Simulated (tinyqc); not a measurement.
Sublattice potential against complex hopping: Haldane model. Computed by the program tinyqc. 

Honeycomb lattice:

| parameter | value |
|---|---|
| t1 (eV) | 1.320000 |
| t2 (eV) | 0.150000 |
| phi (rad) | -0.900000 |

H_AA = delta - 2 t2 sum cos(k.b + phi), H_BB = -delta - 2 t2 sum cos(k.b - phi), H_AB = -t1 (1 + exp(-i k.a1) + exp(-i k.a2)), b = a1, a2 - a1, -a2, m = 3 sqrt3 t2 sin(phi); the sign of the Chern number follows the orientation k1 then k2.

Gaps at the two valleys (eV) and Chern number of the lower band (12 x 12 mesh):

| delta | gap 2\|delta - m\| | gap 2\|delta + m\| | Chern number |
|---|---|---|---|
| -1.0990 | 0.9769 | 3.4191 | 0 |
| -0.7940 | 0.3669 | 2.8091 | 0 |
| -0.3660 | 0.4891 | 1.9531 | 1 |
| 0.0000 | 1.2211 | 1.2211 | 1 |
| 0.2440 | 1.7091 | 0.7331 | 1 |
| 0.4580 | 2.1371 | 0.3051 | 1 |
| 0.7630 | 2.7471 | 0.3049 | 0 |
| 1.2210 | 3.6631 | 1.2209 | 0 |

Here |m| = 0.6105 eV. For |delta| < |m| the two valleys have masses of opposite sign and the Chern number is +/-1; one gap closes at |delta| = |m|, and beyond it the band is trivial.
